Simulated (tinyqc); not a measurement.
Swing curve: thickness of the top film: thin-film optics by transfer matrices.

Indices N = n + i k. Snell: N0 sin(theta) = N_j sin(theta_j), with Im(N_j cos theta_j) >= 0. Admittance y_j = N_j cos theta_j for s and N_j/cos theta_j for p. Phase delta_j = 2 pi N_j cos theta_j d_j/lambda. Layer matrix [[cos delta, -i sin delta/y], [-i y sin delta, cos delta]], multiplied from the top down to M. (B, C) = M (1, y_sub); r = (y0 B - C)/(y0 B + C), R = |r|^2, T = 4 Re y0 Re y_sub/|y0 B + C|^2, absorbed in the films 1 - R - T.

Parameters, chosen for this exercise (indices near those of HfO2, SiO2 on polySi; shifted at random, so the results belong to these values and not to a real crystal): lam = 193 nm (vacuum wavelength); n0 = 1.44 (ambient index); n = (2.753, 1.57, 1.009) (n of HfO2, SiO2, substrate); k = (0.597, 0, 2.112) (k in the same order); d = (8.3, 5.5) nm (thicknesses, top first); theta = 30 degrees (angle of incidence); pol = s (polarisation).

The first entry of d takes the values listed.

Stack:

| d_1 (nm) | R | T | absorbed |
|---|---|---|---|
| 8.3 | 0.0191 | 0.3141 | 0.6668 |
| 14.3 | 0.1864 | 0.1794 | 0.6342 |
| 20.4 | 0.3086 | 0.1256 | 0.5658 |
| 26.4 | 0.3156 | 0.1066 | 0.5778 |
| 38.5 | 0.1067 | 0.0813 | 0.8120 |
| 44.6 | 0.0915 | 0.0609 | 0.8476 |
| 50.6 | 0.1410 | 0.0445 | 0.8145 |
| 56.6 | 0.1822 | 0.0339 | 0.7839 |
| 62.7 | 0.1861 | 0.0271 | 0.7868 |
| 68.7 | 0.1622 | 0.0220 | 0.8157 |
| 74.8 | 0.1392 | 0.0175 | 0.8433 |
| 80.8 | 0.1368 | 0.0136 | 0.8496 |

Give the missing row, d_1 (nm) = 32.5.

Computed row:
```
d_1 (nm)       R       T  absorbed
32.5      0.2164  0.0966    0.6871
```

R swings between 0.0191 and 0.3156 on these points. The period is lambda/(2 Re(N_1 cos theta_1)) = 36.3 nm, six rows. The swing shrinks from 0.2965 in the first period to 0.0946 in the second, as the film absorbs the wave that returns from below. The swing ratio (max - min)/mean is 1.76.

(tinyqc, `OMP_NUM_THREADS=1 python tinyqc.py 1650516 1650517 out.jsonl`, Intel(R) Xeon(R) Processor @ 2.30GHz, 1 thread, shared host, about 0.01 s.)
